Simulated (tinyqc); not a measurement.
Gate work function from the charge.

Question. For an undoped double gate, Q = 8 eps0 eps_r Vt beta tan(beta)/ts with 0 < beta < pi/2, and at the source (Vg - dphi)/(2 Vt) - ln[(2/ts) sqrt(2 eps0 eps_r Vt/(q ni))] = ln(beta) - ln(cos beta) + 2 r beta tan(beta), r = eps_r tox/(eox ts). Find beta and dphi.

Inputs (values chosen for the exercise); material values close to those of silicon: temperature T = 250 K; relative permittivity of the semiconductor eps_r = 11.6; relative permittivity of the gate insulator eox = 8.63; insulator thickness tox = 1.9 nm; body thickness ts = 10 nm; gate voltage Vg = 1.17 V.

Constants: q = 1.602176634e-19 C, kB = 1.380649e-23 J/K, Vt = kB T/q, eps0 = 8.8541878128e-14 F/cm where lengths are in cm. Results are converted to the units shown.

Qs = 2627.9630 nC/cm^2
ni = 1.6954809e8 cm^-3

Answer. beta tan(beta) rises from 0 without bound on the interval, so the charge fixes beta; the second relation is then explicit in dphi. At this charge the surface density passes 0.3 Nc, so the classical Boltzmann model is only formal.

beta = 1.47
dphi = 0.240 V

Numbers from tinyqc (`OMP_NUM_THREADS=1 python tinyqc.py 2440144 2440145 out.jsonl`; about 0.02 s on one thread of a shared Intel Xeon 2.30GHz).
